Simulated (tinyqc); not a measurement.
# Gated two-dimensional channel with two bands, quantum capacitance: effects of single changes

phi is the Fermi level above the lowest band edge, in volts; Vg is counted from the gate voltage at which an empty channel would have phi = 0. The channel has no thickness; trap charge is -q Dit phi.

Inputs (values chosen for the exercise); lowest band close to that of a thin InAs body:
```
symbol   value         unit                                                               meaning
T          300            K                                                           temperature
eox       21.4               relative permittivity of the gate insulator (close to hafnium oxide)
tox        3.3           nm                                                   insulator thickness
md      0.0347           m0                                                         in-plane mass
gv           1                                                                  valley degeneracy
m2       0.069           m0                         in-plane mass of a second band, chosen freely
g2           6                                      valley degeneracy of that band, chosen freely
E2        0.23           eV                                      second band edge above the first
Dit          0  cm^-2 eV^-1                                                      density of traps
Vg        0.33            V                                                          gate voltage
```

Constants: q = 1.602176634e-19 C, kB = 1.380649e-23 J/K, hbar = 1.054571817e-34 J s, m0 = 9.1093837015e-31 kg, Vt = kB T/q, eps0 = 8.8541878128e-14 F/cm where lengths are in cm. Results are converted to the units shown.

Each table varies one quantity; the others keep the values above.

## Effect of the gate voltage

D1 = gv md m0 q/(pi hbar^2), D2 = g2 m2 m0 q/(pi hbar^2) per eV; n1 = D1 Vt ln(1 + exp(phi/Vt)), n2 = D2 Vt ln(1 + exp((phi - E2)/Vt)), n = n1 + n2; Cq = q dn/dphi = q [D1/(1 + exp(-phi/Vt)) + D2/(1 + exp((E2 - phi)/Vt))]. Cox = eps0 eox/tox; Vg = phi + q (n + Dit phi)/Cox. 1/C_G = 1/Cox + 1/(Cq + q Dit); dphi/dVg = Cox/(Cox + Cq + q Dit).

The same in every row: Cox (uF/cm^2) = 5.7418.

Result of one run:
```
Vg (V)  phi (V)  n (cm^-2)  Cq (uF/cm^2)  C_G (uF/cm^2)  dphi/dVg  share of the second band (%)
1.4     0.40284  3.5736e13        29.996         4.8193   0.16066                        83.660
```

What becomes of these results when the gate voltage Vg is changed from 1.4 to 0.8 V, all else the same?

Result of the changed run:
```
Vg (V)  phi (V)  n (cm^-2)  Cq (uF/cm^2)  C_G (uF/cm^2)  dphi/dVg  share of the second band (%)
0.8     0.30551  1.7721e13        28.614         4.7822   0.16713                        75.011
```

The whole series:
```
Vg (V)     phi (V)  n (cm^-2)  Cq (uF/cm^2)  C_G (uF/cm^2)  dphi/dVg  share of the second band (%)
-0.2      -0.20000   1.6383e8     0.0010151      0.0010150   0.99982                       0.16301
0       -0.0061002  2.1862e11        1.0278        0.87177   0.84817                       0.22099
0.2        0.13971  2.1607e12        3.1300         2.0257   0.64720                        6.2003
0.4        0.22747  6.1830e12        15.499         4.1897   0.27032                        46.671
0.6        0.27068  1.1802e13        25.274         4.6788   0.18513                        66.754
0.8        0.30551  1.7721e13        28.614         4.7822   0.16713                        75.011
1          0.33836  2.3712e13        29.618         4.8094   0.16238                        79.315
1.2        0.37068  2.9721e13        29.911         4.8171   0.16105                        81.922
1.4        0.40284  3.5736e13        29.996         4.8193   0.16066                        83.660
1.6        0.43496  4.1752e13        30.021         4.8199   0.16055                        84.899
```

As Vg goes from -0.2 to 1.6, Cq rises from 0.00102 to 30.0 uF/cm^2, C_G/Cox rises from 1.77e-4 to 0.839 and n rises from 1.64e8 to 4.18e13 cm^-2. Cq is below Cox for Vg = -0.2, 0, 0.2; there the density of states limits the response dn/dVg more than the insulator does. For Vg = 0.8, 1, 1.2, 1.4, 1.6 phi exceeds 0.3 V, where non-parabolicity and further bands matter for so light a mass.

## Effect of the in-plane mass

Same model as above.

The same in every row: Cox (uF/cm^2) = 5.7418.

Result of one run:
```
md (m0)  phi (V)  n (cm^-2)  Cq (uF/cm^2)  C_G (uF/cm^2)  dphi/dVg  share of the second band (%)
0.097    0.15204  6.3776e12        7.7687         3.3016   0.42499                        3.3547
```

What becomes of these results when the in-plane mass md is changed from 0.097 to 0.47 m0, all else the same?

Result of the changed run:
```
md (m0)   phi (V)  n (cm^-2)  Cq (uF/cm^2)  C_G (uF/cm^2)  dphi/dVg  share of the second band (%)
0.47     0.047716  1.0116e13        27.190         4.7407   0.17435                      0.038278
```

The whole series:
```
md (m0)   phi (V)  n (cm^-2)  Cq (uF/cm^2)  C_G (uF/cm^2)  dphi/dVg  share of the second band (%)
0.02      0.21811  4.0100e12        12.060         3.8899   0.32253                        54.558
0.034     0.20629  4.4334e12        10.187         3.6721   0.36047                        33.909
0.057     0.18580  5.1678e12        8.0566         3.3525   0.41612                        14.385
0.097     0.15204  6.3776e12        7.7687         3.3016   0.42499                        3.3547
0.16      0.11449  7.7235e12        10.896         3.7603   0.34510                       0.66004
0.28     0.076312  9.0915e12        17.882         4.3462   0.24305                       0.12863
0.47     0.047716  1.0116e13        27.190         4.7407   0.17435                      0.038278
0.8      0.024243  1.0958e13        38.488         4.9964   0.12982                      0.014257
```

As md goes from 0.02 to 0.8, Cq goes from 12.1 through a minimum of 7.77 (at md = 0.097 among the rows listed) to 38.5 uF/cm^2, C_G/Cox goes from 0.677 through a minimum of 0.575 (at md = 0.097 among the rows listed) to 0.870 and n rises from 4.01e12 to 1.10e13 cm^-2. Cq exceeds Cox in every row, so the insulator is the tighter limit, though Cq still cuts C_G by up to 42 %.

Computed by the program tinyqc: `OMP_NUM_THREADS=1 python tinyqc.py 2200152 2200153 out.jsonl`, one thread of a shared Intel Xeon 2.30GHz, about 0.01 s for the whole run.
